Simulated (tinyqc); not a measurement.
What moves the results: phonon-assisted absorption at an indirect gap. A value that a table varies takes the place of the one given here.

alpha(E) = sum_j A_j [N_j (E - Eg + w_j)^2 + (N_j + 1)(E - Eg - w_j)^2], each bracket counted only where its base is positive; N_j = 1/(exp(w_j/kB T) - 1). The first term absorbs a phonon and the second emits one; excitons and direct transitions are left out.

Photodiode (Gaertner form with a dead layer): QE = (1 - R) exp(-alpha xj) [1 - exp(-alpha W)/(1 + alpha L)], R = ((nr - 1)/(nr + 1))^2; responsivity = QE/E in A/W for E in eV.

Constants: kB = 8.617333262e-05 eV/K.

Parameters, chosen for this exercise (loosely those of Si at room temperature; Eg is not tied to T; shifted at random, so the results belong to these values and not to a real crystal):
- Eg = 1.121 eV (indirect gap, held fixed unless listed)
- w = (59.3, 18.8) meV (two zone-edge phonons)
- A = (3000, 280) 1/(cm eV^2) (their strengths)
- T = 500 K
- nr = 3.58 (refractive index)
- xj = 0.086 micrometre (dead layer at the surface)
- W = 13 micrometre (depleted width)
- L = 18 micrometre (minority diffusion length below it)
- E = 1.285 eV (photon energy)

## The square root of alpha at three temperatures

The gap is held fixed, so only the phonon occupations change.

sqrt(alpha) (1/cm^(1/2)):

| E - Eg (eV) | 4 K | 150 K | 300 K |
|---|---|---|---|
| -0.04 | 0.000 | 0.107 | 0.354 |
| -0.02 | 0.000 | 0.218 | 0.721 |
| 0.00 | 0.000 | 0.372 | 1.130 |
| 0.02 | 0.020 | 0.568 | 1.585 |
| 0.04 | 0.355 | 0.874 | 2.114 |
| 0.07 | 1.038 | 1.579 | 3.081 |
| 0.10 | 2.611 | 3.069 | 4.619 |
| 0.15 | 5.431 | 5.916 | 7.680 |
| 0.20 | 8.281 | 8.840 | 10.909 |
| 0.30 | 13.998 | 14.736 | 17.499 |
| 0.45 | 22.583 | 23.608 | 27.476 |
| 0.60 | 31.171 | 32.489 | 37.484 |

What does this show, and why?

Below the gap only phonon absorption acts: at E - Eg = -0.02 eV sqrt(alpha) is 0.000, 0.218 and 0.721 at 4, 150 and 300 K. A straight line through the last two rows meets the axis at E - Eg = +0.0556, +0.0513 and +0.0382 eV: the intercept is roughly a weighted mean of the thresholds, not the gap, and it moves from the emission side towards Eg as the occupations grow. At the last row alpha grows by a factor 1.45 from the lowest to the highest temperature at fixed gap.

## Spectral response

Response:

| E (eV) | wavelength (nm) | alpha (1/cm) | 1/alpha (micrometre) | dead layer | collected | QE | A/W |
|---|---|---|---|---|---|---|---|
| 1.14 | 1088 | 6.94 | 1.44e+03 | 1.000 | 0.021 | 0.014 | 0.013 |
| 1.18 | 1051 | 18.6 | 539 | 1.000 | 0.055 | 0.038 | 0.032 |
| 1.24 | 1000 | 64.2 | 156 | 0.999 | 0.175 | 0.120 | 0.096 |
| 1.32 | 939 | 196 | 51.0 | 0.998 | 0.427 | 0.291 | 0.220 |
| 1.42 | 873 | 475 | 21.1 | 0.996 | 0.709 | 0.482 | 0.339 |
| 1.57 | 790 | 1.13e+03 | 8.85 | 0.990 | 0.924 | 0.625 | 0.398 |
| 1.77 | 700 | 2.45e+03 | 4.09 | 0.979 | 0.992 | 0.663 | 0.375 |
| 2.02 | 614 | 4.81e+03 | 2.08 | 0.960 | 1.000 | 0.655 | 0.324 |
| 2.32 | 534 | 8.68e+03 | 1.15 | 0.928 | 1.000 | 0.634 | 0.273 |
| 2.72 | 456 | 1.56e+04 | 0.640 | 0.874 | 1.000 | 0.597 | 0.219 |

How do the results move?

QE is highest, 0.663, at 1.77 eV of those listed and the responsivity at 1.57 eV; reflection alone caps QE at 0.683. Near the gap weak absorption limits it (collected share 0.021); at the top the dead layer passes 0.874. Far above the gap the quadratic law and a constant index are only rough.

## What moves the response

At the energy E. Each row changes one parameter from the base and keeps the others.

Results:

| case | alpha (1/cm) | QE |
|---|---|---|
| base | 128.3 | 0.2131 |
| Eg = 1.101 eV | 165.1 | 0.2576 |
| T = 550 K | 143.3 | 0.2319 |
| W = 26 micrometre | 128.3 | 0.2851 |
| L = 9 micrometre | 128.3 | 0.1645 |
| xj = 0.172 micrometre | 128.3 | 0.2128 |
| nr = 3.76 | 128.3 | 0.2072 |

What does this show?

The largest shifts from the base row, up to three for each result and ties (the steps differ in size, so this ranks the rows, not the parameters). alpha (1/cm): Eg +36.7, T +15.0; unchanged at the printed digits by W, L, xj and nr. QE: W +0.0720, L -0.0485, Eg +0.0446.

tinyqc: `OMP_NUM_THREADS=1 python tinyqc.py 1651189 1651190 out.jsonl`; about 0.01 s, one thread, shared Intel(R) Xeon(R) Processor @ 2.30GHz.
